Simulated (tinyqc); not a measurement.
# Free and trapped electrons in a MOS channel with a dense trap tail, step by step

tinyqc, about 0.02 s, one thread, Intel Xeon 2.30GHz (shared host): `OMP_NUM_THREADS=1 python tinyqc.py 2222111 2222112 out.jsonl` Printed values are rounded.

p-type body, charge-sheet picture, full ionisation (an idealisation for deep acceptors), Boltzmann statistics for free electrons. e = Ec - EF at the surface. Acceptor-like traps of density D(E) = D0 + De exp(-E/Ew) at depth E below Ec, from 0 to Eu, hold n_t = integral of D(E)/(1 + exp((e - E)/Vt)). psi = Eg - Vt ln(Nv/Na) - e; N_dep = sqrt(2 eps0 eps_r Na (psi - Vt)/q); n_f = sqrt(N_dep^2 + 2 eps0 eps_r Vt Nc exp(-e/Vt)/q) - N_dep; Vg = Vfb + psi + q (N_dep + n_t + n_f)/Cox, Cox = eps0 eox/tox.

Parameters, values chosen for the exercise; band and dielectric values close to those of gallium nitride: temperature T = 300 K; band gap Eg = 3.35 eV; relative permittivity eps_r = 9.55; conduction-band density of states at T Nc = 2.33e18 cm^-3; valence-band density of states at T Nv = 4.52e19 cm^-3; relative permittivity of the insulator eox = 3.9; insulator thickness tox = 43 nm; acceptor density Na = 7.4e16 cm^-3; flat-band voltage without trapped charge Vfb = -2.38 V; constant background density of acceptor-like traps D0 = 1.2e10 cm^-2 eV^-1; density of the tail at the conduction edge De = 6.1e13 cm^-2 eV^-1; decay energy of the tail Ew = 0.06 eV; depth below Ec down to which the traps reach Eu = 0.57 eV; mobility of free electrons mf = 170 cm^2/(V s); Ec - EF at the surface e = -0.021 eV.

Constants: q = 1.602176634e-19 C, kB = 1.380649e-23 J/K, Vt = kB T/q, eps0 = 8.8541878128e-14 F/cm where lengths are in cm. Results are converted to the units shown.

Range of the model: EF lies less than 2 Vt below the band edge, or above it, where degeneracy and confinement, left out, matter.

## Trapped charge

Trapezoid rule on 14 equal steps from 0 to Eu, f = 1/(1 + exp((e - E)/Vt)).

```
point,E (eV),D(E) f (cm^-2 eV^-1)
0,0,4.22571e13
1,0.0407143,2.83545e13
2,0.0814286,1.54198e13
3,0.122143,7.94652e12
4,0.162857,4.05009e12
5,0.203571,2.06201e12
6,0.244286,1.05220e12
7,0.285,5.39750e11
8,0.325714,2.79751e11
9,0.366429,1.47841e11
10,0.407143,8.09178e10
11,0.447857,4.69649e10
12,0.488571,2.97391e10
13,0.529286,2.09998e10
14,0.57,1.65660e10
```

n_t = 3.30469e12 cm^-2

With 1600 steps n_t = 3.275e12 cm^-2; the coarse value is 0.90 % above it.

## Charges and gate voltage

psi, N_dep, n_f and Vg as defined, with the n_t given; free share n_f/(n_f + n_t); apparent mobility mf n_f/(n_f + n_t); gate voltage spent on traps q n_t/Cox.

psi = 3.20516 V
N_dep = 1.57586e12 cm^-2
n_f = 4.02996e11 cm^-2
Vg = 11.3664 V
free share = 10.8692 %
apparent mobility = 18.4776 cm^2/(V s)
gate voltage spent on traps = 6.59320 V
